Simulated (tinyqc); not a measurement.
Hole mobility in a silicon inversion layer, empirical terms and Matthiessen rule: one step of the calculation.

Inversion layer of sheet density Ns on a uniformly doped body, under a high-permittivity gate with an interlayer. The mobility terms are empirical power laws with prefactors chosen for the exercise; adding their inverses (Matthiessen) is itself an approximation.

Question. Depletion charge and effective field. ni = sqrt(Nc Nv) exp(-Eg/(2 Vt)), Eg in volts; Ndep = sqrt(2 eps0 eps_r Nb (2 Vt ln(Nb/ni) + Vsb)/q); E = q (Ndep + eta Ns)/(eps0 eps_r), in MV/cm.

Inputs (values chosen for the exercise); material values close to those of silicon:

| symbol | value | unit | meaning |
|---|---|---|---|
| T | 293 | K | temperature |
| Eg | 1.14 | eV | band gap |
| eps_r | 11.7 |  | relative permittivity of the semiconductor |
| Nc | 2.75e19 | cm^-3 | conduction-band density of states at T |
| Nv | 2.52e19 | cm^-3 | valence-band density of states at T |
| Nb | 2.2e18 | cm^-3 | body doping |
| Vsb | 0.6 | V | reverse body bias |
| eta | 0.3333 |  | weight of the inversion charge in the effective field |
| Ns | 6.9e11 | cm^-2 | inversion density |

Constants: q = 1.602176634e-19 C, kB = 1.380649e-23 J/K, Vt = kB T/q, eps0 = 8.8541878128e-14 F/cm where lengths are in cm. Results are converted to the units shown.

Wanted: ni; Ndep; E.

Answer.

ni = 4.131e9 cm^-3
Ndep = 6.778e12 cm^-2
E = 1.084 MV/cm

The depletion charge gives 96.7 % of the field.

tinyqc, about 0.01 s, one thread, Intel Xeon 2.30GHz (shared host): `OMP_NUM_THREADS=1 python tinyqc.py 2510086 2510087 out.jsonl`
